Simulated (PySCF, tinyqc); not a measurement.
Inside a calculation. Method: RHF in the sto-6g basis, for H4, spin multiplicity 1. The lowest restricted solution is unstable here: a spin-polarised one lies 0.0852 hartree lower (PySCF). One step of it, computed by the program tinyqc.

Problem. Iteration 2 (converged): orbitals. Diagonalise F' = X^T F X, C = X C', fill 2 alpha and 2 beta electrons from the bottom; D = 2 C_occ C_occ^T. Each column has its largest component positive (the first on a tie).

Fock matrix F (hartree), lower triangle:
```
           1H 1s      2H 1s      3H 1s      4H 1s
1H 1s  -0.156689
2H 1s  -0.333678  -0.156689
3H 1s  -0.095885  -0.068366  -0.156689
4H 1s  -0.068366  -0.095885  -0.333678  -0.156689
```

X, lower triangle:
```
           1H 1s      2H 1s      3H 1s     4H 1s
1H 1s   1.040315
2H 1s  -0.151773   1.040315
3H 1s  -0.066105  -0.004070   1.040315
4H 1s  -0.004070  -0.066105  -0.151773  1.040315
```

Give: F' = X^T F X; orbital energies; coefficients C; D after iteration 2.

Solution.

F' = X^T F X (hartree), lower triangle:
```
         1        2        3        4
1  -0.0564
2  -0.3127  -0.0564
3  -0.0674  -0.0020  -0.0564
4  -0.0020  -0.0674  -0.3127  -0.0564
```

orbital energies (hartree): MO1 -0.4384, MO2 -0.2997, MO3 0.1909, MO4 0.3217

coefficients C:
```
          MO1      MO2      MO3      MO4
1H 1s  0.4092   0.4794   0.5650   0.6271
2H 1s  0.4092   0.4794  -0.5650  -0.6271
3H 1s  0.4092  -0.4794   0.5650  -0.6271
4H 1s  0.4092  -0.4794  -0.5650   0.6271
```

D after iteration 2, lower triangle:
```
         1H 1s    2H 1s   3H 1s   4H 1s
1H 1s   0.7944
2H 1s   0.7944   0.7944
3H 1s  -0.1247  -0.1247  0.7944
4H 1s  -0.1247  -0.1247  0.7944  0.7944
```
